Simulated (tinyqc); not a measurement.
Inside a calculation. Method: empirical pseudopotential in a few plane waves. One step of it, computed by the program tinyqc.

Question. Levels at k. Diagonalise the Hermitian matrix.

H(k) at k (eV):
```
,+0+0+0,-1-1-1,-1-1+1,-1+1-1,-1+1+1,+1-1-1,+1-1+1,+1+1-1,+1+1+1,-2+0+0,+0-2+0,+0+0-2,+0+0+2,+0+2+0,+2+0+0
+0+0+0,3.513879,2.472514+0.442551i,-2.472514+0.442551i,-2.472514+0.442551i,-2.472514-0.442551i,-2.472514+0.442551i,-2.472514-0.442551i,-2.472514-0.442551i,2.472514-0.442551i,0.000000+0.326537i,0.000000+0.326537i,0.000000+0.326537i,0.000000-0.326537i,0.000000-0.326537i,0.000000-0.326537i
-1-1-1,2.472514-0.442551i,31.215509,0.000000-0.326537i,0.000000-0.326537i,-0.653073,0.000000-0.326537i,-0.653073,-0.653073,0.000000,-2.472514-0.442551i,-2.472514-0.442551i,-2.472514-0.442551i,-0.808137+0.038483i,-0.808137+0.038483i,-0.808137+0.038483i
-1-1+1,-2.472514-0.442551i,0.000000+0.326537i,33.885545,0.653073,0.000000-0.326537i,0.653073,0.000000-0.326537i,0.000000,-0.653073,-2.472514+0.442551i,-2.472514+0.442551i,0.808137+0.038483i,2.472514-0.442551i,-0.808137-0.038483i,-0.808137-0.038483i
-1+1-1,-2.472514-0.442551i,0.000000+0.326537i,0.653073,18.310332,0.000000-0.326537i,0.653073,0.000000,0.000000-0.326537i,-0.653073,-2.472514+0.442551i,0.808137+0.038483i,-2.472514+0.442551i,-0.808137-0.038483i,2.472514-0.442551i,-0.808137-0.038483i
-1+1+1,-2.472514+0.442551i,-0.653073,0.000000+0.326537i,0.000000+0.326537i,20.980369,0.000000,0.653073,0.653073,0.000000-0.326537i,2.472514+0.442551i,-0.808137+0.038483i,-0.808137+0.038483i,-2.472514-0.442551i,-2.472514-0.442551i,0.808137-0.038483i
+1-1-1,-2.472514-0.442551i,0.000000+0.326537i,0.653073,0.653073,0.000000,19.422847,0.000000-0.326537i,0.000000-0.326537i,-0.653073,0.808137+0.038483i,-2.472514+0.442551i,-2.472514+0.442551i,-0.808137-0.038483i,-0.808137-0.038483i,2.472514-0.442551i
+1-1+1,-2.472514+0.442551i,-0.653073,0.000000+0.326537i,0.000000,0.653073,0.000000+0.326537i,22.092884,0.653073,0.000000-0.326537i,-0.808137+0.038483i,2.472514+0.442551i,-0.808137+0.038483i,-2.472514-0.442551i,0.808137-0.038483i,-2.472514-0.442551i
+1+1-1,-2.472514+0.442551i,-0.653073,0.000000,0.000000+0.326537i,0.653073,0.000000+0.326537i,0.653073,6.517671,0.000000-0.326537i,-0.808137+0.038483i,-0.808137+0.038483i,2.472514+0.442551i,0.808137-0.038483i,-2.472514-0.442551i,-2.472514-0.442551i
+1+1+1,2.472514+0.442551i,0.000000,-0.653073,-0.653073,0.000000+0.326537i,-0.653073,0.000000+0.326537i,0.000000+0.326537i,9.187707,-0.808137-0.038483i,-0.808137-0.038483i,-0.808137-0.038483i,-2.472514+0.442551i,-2.472514+0.442551i,-2.472514+0.442551i
-2+0+0,0.000000-0.326537i,-2.472514+0.442551i,-2.472514-0.442551i,-2.472514-0.442551i,2.472514-0.442551i,0.808137-0.038483i,-0.808137-0.038483i,-0.808137-0.038483i,-0.808137+0.038483i,37.556846,0.653073,0.653073,-0.653073,-0.653073,0.000000
+0-2+0,0.000000-0.326537i,-2.472514+0.442551i,-2.472514-0.442551i,0.808137-0.038483i,-0.808137-0.038483i,-2.472514-0.442551i,2.472514-0.442551i,-0.808137-0.038483i,-0.808137+0.038483i,0.653073,38.669361,0.653073,-0.653073,0.000000,-0.653073
+0+0-2,0.000000-0.326537i,-2.472514+0.442551i,0.808137-0.038483i,-2.472514-0.442551i,-0.808137-0.038483i,-2.472514-0.442551i,-0.808137-0.038483i,2.472514-0.442551i,-0.808137+0.038483i,0.653073,0.653073,23.094148,0.000000,-0.653073,-0.653073
+0+0+2,0.000000+0.326537i,-0.808137-0.038483i,2.472514+0.442551i,-0.808137+0.038483i,-2.472514+0.442551i,-0.808137+0.038483i,-2.472514+0.442551i,0.808137+0.038483i,-2.472514-0.442551i,-0.653073,-0.653073,0.000000,28.434221,0.653073,0.653073
+0+2+0,0.000000+0.326537i,-0.808137-0.038483i,-0.808137+0.038483i,2.472514+0.442551i,-2.472514+0.442551i,-0.808137+0.038483i,0.808137+0.038483i,-2.472514+0.442551i,-2.472514-0.442551i,-0.653073,0.000000,-0.653073,0.653073,12.859007,0.653073
+2+0+0,0.000000+0.326537i,-0.808137-0.038483i,-0.808137+0.038483i,-0.808137+0.038483i,0.808137+0.038483i,2.472514+0.442551i,-2.472514+0.442551i,-2.472514+0.442551i,-2.472514-0.442551i,0.000000,-0.653073,-0.653073,0.653073,0.653073,13.971523
```

Give: eigenvalues.

Answer.

eigenvalues (eV): 0.0840  4.8179  8.2703  10.1871  15.4293  18.0380  19.0795  20.8806  21.8398  25.5957  29.5620  30.1379  34.8043  38.6777  42.3077
